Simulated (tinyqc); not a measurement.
# Worked calculation: on-chip power grid, static voltage drop by conjugate gradients

Numbers from tinyqc (`OMP_NUM_THREADS=1 python tinyqc.py 2770101 2770102 out.jsonl`; about 0.1 s on one thread of a shared Intel Xeon 2.30GHz). Printed values are rounded.

A grid of 4 rows and 4 columns, node k = 4 row + column. Neighbours in a row are joined by Rx, in a column by Ry; pad nodes, which reach the supply through Rp: 0, 15. Each node draws I0, node 4 draws kh I0. The drops u = Vdd - V solve G u = i, with G the conductance matrix (1/Rp added on the diagonal at pad nodes).

Values chosen for this exercise: supply voltage Vdd = 0.75 V; resistance of a horizontal segment Rx = 0.16 ohm; resistance of a vertical segment Ry = 0.39 ohm; resistance from a pad node to the supply Rp = 0.55 ohm; load current of an ordinary node I0 = 4 mA; factor on the load at the hot node kh = 8.

## Diagonal of G, loads and first direction

G_kk = sum of the conductances at node k. Start u = 0, so the residual is r = i; p = r.

G_kk (S):
```
         col 0    col 1    col 2    col 3
row 0  10.6323  15.0641  15.0641  8.81410
row 1  11.3782  17.6282  17.6282  11.3782
row 2  11.3782  17.6282  17.6282  11.3782
row 3  8.81410  15.0641  15.0641  10.6323
```

r at the start (mA):
```
       col 0  col 1  col 2  col 3
row 0      4      4      4      4
row 1     32      4      4      4
row 2      4      4      4      4
row 3      4      4      4      4
```

p at the start (mA):
```
       col 0  col 1  col 2  col 3
row 0      4      4      4      4
row 1     32      4      4      4
row 2      4      4      4      4
row 3      4      4      4      4
```

## Iteration 1: conjugate-gradient step

u at the start (mV):
```
       col 0  col 1  col 2  col 3
row 0      0      0      0      0
row 1      0      0      0      0
row 2      0      0      0      0
row 3      0      0      0      0
```

q = G p; a = (r.r)/(p.q); u(new) = u + a p; r(new) = r - a q; b = (r.r)(new)/(r.r); p(new) = r(new) + b p.

q (mA S):
```
         col 0     col 1  col 2  col 3
row 0  -64.522     0.000  0.000  0.000
row 1  318.590  -175.000  0.000  0.000
row 2  -71.795     0.000  0.000  0.000
row 3    0.000     0.000  0.000  7.273
```

a = 0.140778 ohm

u after iteration 1 (mV):
```
         col 0    col 1    col 2    col 3
row 0  0.56311  0.56311  0.56311  0.56311
row 1  4.50489  0.56311  0.56311  0.56311
row 2  0.56311  0.56311  0.56311  0.56311
row 3  0.56311  0.56311  0.56311  0.56311
```

r after iteration 1 (mA):
```
          col 0    col 1   col 2   col 3
row 0   13.0833   4.0000  4.0000  4.0000
row 1  -12.8503  28.6361  4.0000  4.0000
row 2   14.1071   4.0000  4.0000  4.0000
row 3    4.0000   4.0000  4.0000  2.9762
```

b = 1.21851

p after iteration 1 (mA):
```
         col 0    col 1   col 2   col 3
row 0  17.9573   8.8740  8.8740  8.8740
row 1  26.1420  33.5101  8.8740  8.8740
row 2  18.9812   8.8740  8.8740  8.8740
row 3   8.8740   8.8740  8.8740  7.8502
```

## Iteration 2: conjugate-gradient step

As before.

q (mA S):
```
         col 0     col 1     col 2  col 3
row 0   68.434  -119.940     0.000  0.000
row 1   -6.703   326.365  -153.976  0.000
row 2   70.724  -126.339     0.000  2.625
row 3  -25.916     0.000     6.399  5.249
```

a = 0.159242 ohm

u after iteration 2 (mV):
```
         col 0    col 1    col 2    col 3
row 0  3.42267  1.97623  1.97623  1.97623
row 1  8.66779  5.89933  1.97623  1.97623
row 2  3.58571  1.97623  1.97623  1.97623
row 3  1.97623  1.97623  1.97623  1.81319
```

r after iteration 2 (mA):
```
          col 0     col 1    col 2   col 3
row 0    2.1857   23.0995   4.0000  4.0000
row 1  -11.7829  -23.3350  28.5194  4.0000
row 2    2.8449   24.1185   4.0000  3.5820
row 3    8.1269    4.0000   2.9810  2.1403
```

b = 1.81614

p after iteration 2 (mA):
```
         col 0    col 1    col 2    col 3
row 0  34.7987  39.2160  20.1165  20.1165
row 1  35.6946  37.5241  44.6359  20.1165
row 2  37.3173  40.2350  20.1165  19.6985
row 3  24.2434  20.1165  19.0975  16.3974
```

## Course of the conjugate-gradient iteration

Stop when |r| is below 1e-9 mA.

Course of the iteration:
```
iteration  largest u (mV)  |r| (mA)
1                 4.50489      39.2
2                 8.66779      52.9
3                 14.6990      69.5
4                 21.8585      69.0
5                 29.6373      68.5
6                 32.8804      38.1
7                 33.8772      17.5
8                 34.0728      9.94
9                 34.1583      7.33
10                34.1800      4.62
11                34.2003      2.85
12                34.2039     0.484
13                34.2025     0.143
14                34.2022    0.0707
15                34.2020   6.84e-3
16                34.2020   < 1e-11
```

Converged in 16 iterations for 16 unknowns; in exact arithmetic the method needs at most 16. The condition number of the matrix is 162. Gauss-Seidel sweeps in node order need 870 to reach the same residual.

## Worst drop, pad currents and power lost

converged u (mV):
```
         col 0    col 1    col 2    col 3
row 0  26.1216  29.7656  31.4875  32.1689
row 1  34.2020  32.8907  32.4636  32.2699
row 2  32.9986  32.3006  31.3109  30.3388
row 3  31.9368  30.8612  28.5551  24.4784
```

Pad current u/Rp; worst drop as a share of Vdd; power lost in the grid and pads sum_k i_k u_k; power delivered sum_k i_k (Vdd - u_k).

worst drop = 34.2020 mV
share of Vdd = 4.56027 %
pad currents (mA): node 0 47.4938, node 15 44.5062
power lost = 2.93426 mW
power delivered = 66.0657 mW

The pad currents add up to the total load, 92.00 mA. The worst drop is at node 4; the hot node is 4.
